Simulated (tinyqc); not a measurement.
# Undoped gate-all-around wire MOSFET, analytic charge model: effects of single changes

An undoped round wire of radius R under an insulator shell and a surrounding gate; long channel, electrons only, n = ni exp((psi - V)/Vt) with V the quasi-Fermi potential (0 at the source, Vd at the drain), constant mobility, no quantisation. The radial Poisson equation gives n(r) = n(0)/(1 - (1 - b) r^2/R^2)^2 with b = Q0/(Q + Q0). Q is the electron charge per area of the wire surface.

Inputs (values chosen for the exercise); material values those of a made-up semiconductor:
- T = 293 K (temperature)
- Eg = 1.17 eV (band gap)
- eps_r = 15.2 (relative permittivity of the semiconductor)
- Nc = 2.77e19 cm^-3 (conduction-band density of states at T)
- Nv = 2.54e19 cm^-3 (valence-band density of states at T)
- eox = 8.86 (relative permittivity of the gate insulator)
- tox = 6.5 nm (insulator thickness)
- R = 8 nm (wire radius)
- dphi = 0.16 V (gate work function less that of the intrinsic body)
- mu = 200 cm^2/(V s) (channel mobility)
- L = 2 um (gate length)
- Vd = 0.05 V (drain voltage)

Constants: q = 1.602176634e-19 C, kB = 1.380649e-23 J/K, Vt = kB T/q, eps0 = 8.8541878128e-14 F/cm where lengths are in cm. Results are converted to the units shown.

Each table varies one quantity; the others keep the values above.

## Effect of the insulator thickness

ni = sqrt(Nc Nv) exp(-Eg/(2 Vt)), Eg in volts; Cox = eps0 eox/(R ln(1 + tox/R)); Q0 = 4 eps0 eps_r Vt/R; V0 = dphi + Vt ln[8 eps0 eps_r Vt/(q ni R^2)]. Q solves Vg - V0 - V = Q/Cox + Vt ln(Q/Q0) + Vt ln(1 + Q/Q0). I = mu (2 pi R/L)[2 Vt (Qs - Qd) + (Qs^2 - Qd^2)/(2 Cox) + Vt Q0 ln((Qd + Q0)/(Qs + Q0))], with Qs at V = 0 and Qd at V = Vd.  I(low) is taken at Vg = 0.44 V, Qs and I(high) at Vg = 1.19 V.

The same in every row: V0 (V) = 0.6868.

Effect of the insulator thickness:
```
tox (nm)	I(low) (nA)	Qs(high) (nC/cm^2)	I(high) (uA)
2.2	0.001055	1567	0.3715
3.1	0.001055	1201	0.2850
4.5	0.001055	909.9	0.2163
6.5	0.001055	702.4	0.1672
9.4	0.001055	551.4	0.1314
14	0.001055	433.8	0.1035
20	0.001055	356.8	0.08519
```

Read the table: what changes, and by how much?

As tox goes from 2.2 to 20 nm, I(low) stays near 0.00105 nA and I(high) falls from 0.371 to 0.0852 uA. On average I(low) is independent of tox and I(high) goes as tox^(-0.67). Below threshold no voltage drops over the insulator in this long-channel model, so its thickness does not matter there. In every row the surface density at the source at the higher gate voltage passes 0.3 Nc, where Boltzmann statistics fail.

## Effect of the wire radius

Same model as above.

Effect of the wire radius:
```
R (nm)	V0 (V)	I(low) (nA)	Qs(high) (nC/cm^2)	I(high) (uA)
2.7	0.74170	1.2016e-4	959.98	0.076888
3.7	0.72579	2.2565e-4	861.81	0.094691
5.2	0.70860	4.4569e-4	779.35	0.12047
7.3	0.69147	8.7831e-4	716.60	0.15563
10	0.67558	0.0016480	672.13	0.20009
14	0.65859	0.0032297	636.07	0.26524
20	0.64058	0.0065897	607.86	0.36227
```

As R goes from 2.7 to 20 nm, I(low) rises from 1.20e-4 to 0.00659 nA and I(high) rises from 0.0769 to 0.362 uA. On average I(low) goes as R^(2.00) and I(high) goes as R^(0.77). Below threshold the charge is proportional to the cross-section of the body; above it the insulator sets the charge. In every row the surface density at the source at the higher gate voltage passes 0.3 Nc, where Boltzmann statistics fail. For R = 2.7 to 5.2 nm the body is thin enough for quantum confinement, left out here, to raise the threshold.

## Transfer curve and volume inversion

I = mu (2 pi R/L)[2 Vt (Qs - Qd) + (Qs^2 - Qd^2)/(2 Cox) + Vt Q0 ln((Qd + Q0)/(Qs + Q0))], with Qs at V = 0 and Qd at V = Vd. The drop is psi(surface) - psi(centre) at the source end; C = dQs/dVg, Cg = Cox, drop = 2 Vt ln(1 + Qs/Q0); gm = dI/dVg.

Result of one run:
```
Vg (V)	Qs (nC/cm^2)	drop (mV)	C/Cg	I (uA)	gm/I (1/V)
0.69	47.74	12.50	0.4846	0.007673	20.56
```

What becomes of these results when the gate voltage Vg is changed from 0.69 to 1.59 V, all else the same?

Result of the changed run:
```
Vg (V)	Qs (nC/cm^2)	drop (mV)	C/Cg	I (uA)	gm/I (1/V)
1.59	1314	109.4	0.9436	0.3204	1.218
```

The whole series:
```
Vg (V)	Qs (nC/cm^2)	drop (mV)	C/Cg	I (uA)	gm/I (1/V)
0.39	0.001331	3.956e-4	3.197e-5	1.456e-7	39.61
0.54	0.4987	0.1480	0.01180	5.490e-5	39.27
0.69	47.74	12.50	0.4846	0.007673	20.56
0.84	210.2	40.66	0.7647	0.04507	6.795
0.99	411.8	62.15	0.8527	0.09472	3.686
1.14	628.3	78.13	0.8941	0.1487	2.477
1.29	852.6	90.63	0.9178	0.2048	1.851
1.44	1082	100.8	0.9331	0.2622	1.471
1.59	1314	109.4	0.9436	0.3204	1.218
```

The current rises from 1.46e-7 to 0.320 uA. In the first row gm/I is 39.6 1/V, within 0.01 % of 1/Vt: with no depletion charge the whole body follows the gate, and the swing is ideal. The drop between surface and centre goes from 4.0e-4 to 109 mV and passes Vt at Vg = 0.84 V among the rows; below that the density varies across the body by less than a factor of e (volume inversion). C reaches 0.94 of Cg in the last row. For Vg = 0.99 to 1.59 V the surface density at the source passes 0.3 Nc, where Boltzmann statistics fail.

Program tinyqc, `OMP_NUM_THREADS=1 python tinyqc.py 2460143 2460144 out.jsonl`; Intel Xeon 2.30GHz, shared host, one thread, about 0.04 s.
